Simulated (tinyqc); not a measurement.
Vibrations of a mass or spring defect in a linear chain: one step, computed by the program tinyqc. Command: `OMP_NUM_THREADS=1 python tinyqc.py 3028868 3028869 out.jsonl localmode walk`. One thread of a shared host (Intel(R) Xeon(R) Processor @ 2.30GHz), about 0.01 s of CPU time with the checks.

A ring of N atoms with nearest-neighbour springs k and motion along the chain. Atom 1 is the defect, of mass M', and its two springs are k'. Odd sites are A (the defect replaces an A atom), even sites B.

Task: Frequencies of the ring. Diagonalise D and leave out the zero eigenvalue of the uniform shift. nu = 15.6333042 THz x sqrt(lambda), lambda in eV/(angstrom^2 u).

Host: diatomic.

D (eV/(angstrom^2 u)):
$$\begin{pmatrix}
0.3141089 & -0.1889900 & 0.0000000 & 0.0000000 & 0.0000000 & -0.1889900 \\
-0.1889900 & 0.3790323 & -0.1048827 & 0.0000000 & 0.0000000 & 0.0000000 \\
0.0000000 & -0.1048827 & 0.1451115 & -0.1048827 & 0.0000000 & 0.0000000 \\
0.0000000 & 0.0000000 & -0.1048827 & 0.3032258 & -0.1048827 & 0.0000000 \\
0.0000000 & 0.0000000 & 0.0000000 & -0.1048827 & 0.1451115 & -0.1048827 \\
-0.1889900 & 0.0000000 & 0.0000000 & 0.0000000 & -0.1048827 & 0.3790323
\end{pmatrix}$$

Constants: nu for 1 eV/(angstrom^2 u) = 15.6333042 THz.

Give: nonzero frequencies.

Result:

nonzero frequencies (THz): [5.07, 5.45, 9.75, 10.12, 12.42]
